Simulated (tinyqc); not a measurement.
Inside a calculation. Model: square on-chip spiral inductor, lumped pi model.

Computed by the program tinyqc: `OMP_NUM_THREADS=1 python tinyqc.py 2302232 2302233 out.jsonl`, one thread of a shared Intel Xeon 2.30GHz, about 0.01 s for the whole run. Printed values are rounded.

Outer diameter do = di + 2 n wd + 2 (n - 1) sp, mean da = (do + di)/2, fill p = (do - di)/(do + di), length l = 4 n da. L = 2.34 mu0 n^2 da/(1 + 2.75 p), mu0 = 4 pi 1e-7 H/m. Rs = rho l/(wd delta (1 - exp(-th/delta))), delta = sqrt(rho/(pi f mu0)). Cs = n wd^2 eps0 eo/hu across the coil. At each end Cox = l wd eps0 eo/(2 ho) leads to the substrate branch Rsi = 2 rs he/(l wd) in parallel with Csi = l wd eps0 11.7/(2 he). With one end grounded Y = 1/(Rs + i w L) + i w Cs + 1/[1/(i w Cox) + 1/(1/Rsi + i w Csi)], w = 2 pi f; Q = -Im Y/Re Y. Eddy currents in neighbouring turns and in the substrate are left out.

Parameters, values chosen for the exercise; values of the order met in silicon radio-frequency processes:
```
symbol,value,unit,meaning
n,3.5,,number of turns
wd,8,um,line width
sp,3,um,space between turns
di,140,um,inner diameter
th,3.4,um,metal thickness
rho,2.2,uohm cm,metal resistivity
ho,6.7,um,oxide below the coil
hu,0.9,um,oxide between coil and underpass
eo,4.1,,relative permittivity of the oxide
rs,1000,ohm cm,substrate resistivity
he,30,um,effective spreading depth in the substrate
f,2.7,GHz,frequency
```

Constants: eps0 = 8.8541878128e-12 F/m. Results are converted to the units shown.

## Geometry and model elements

do, l, L, delta, Rs, Cs, Cox, Rsi and Csi as defined.

do = 211 um
l = 2457 um
L = 4.06214 nH
delta = 1.43665 um
Rs = 5.18994 ohm
Cs = 9.03521 fF
Cox = 53.2504 fF
Rsi = 30525.0 ohm
Csi = 33.9374 fF

Rs is 2.61 times the direct-current value in this empirical form, which overstates the skin effect of a flat slab when delta is near th and so stands in for some current crowding.

## Admittance, quality factor and apparent inductance

Series branch 1/(Rs + i w L), substrate branch, total Y, Q = -Im Y/Re Y, apparent inductance Im(1/Y)/w, metal-only value w L/Rs, share of the loss in the substrate Re(substrate branch)/Re Y.

series branch = 1.0867-14.4293i mS
substrate branch = 0.012214+0.351903i mS
Y = 1.0989-13.9241i mS
Q = 12.6708
apparent inductance = 4.20719 nH
w L/Rs = 13.2781
share of the loss in the substrate = 1.11148 %

Q is 95.4 % of the metal-only value.
